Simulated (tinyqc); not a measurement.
Leakage currents through a thin dielectric: one step, computed by the program tinyqc.

Electrons leave an electrode with Fermi energy E_F above its band bottom; barriers are counted from the Fermi level, and both electrodes are alike. They cross the interlayer first.

Task: Fields. Fields: F_i = V/(t_i + t k_i/k), F = F_i k_i/k; equivalent oxide thickness 3.9 (t/k + t_i/k_i).

Inputs (values chosen for the exercise, modelled on Si3N4):

| quantity | value | unit |
|---|---|---|
| static permittivity k | 7.86 | - |
| thickness t | 1.3 | nm |
| voltage V | 0.8 | V |
| interlayer thickness t_i | 0.79 | nm |
| interlayer permittivity k_i | 3.8 | - |

Stack: dielectric on an interlayer.

Give: field F; equivalent oxide thickness; interlayer field F_i.

Result:

field F = 2.7266 MV/cm

equivalent oxide thickness = 1.4558 nm

interlayer field F_i = 5.6398 MV/cm
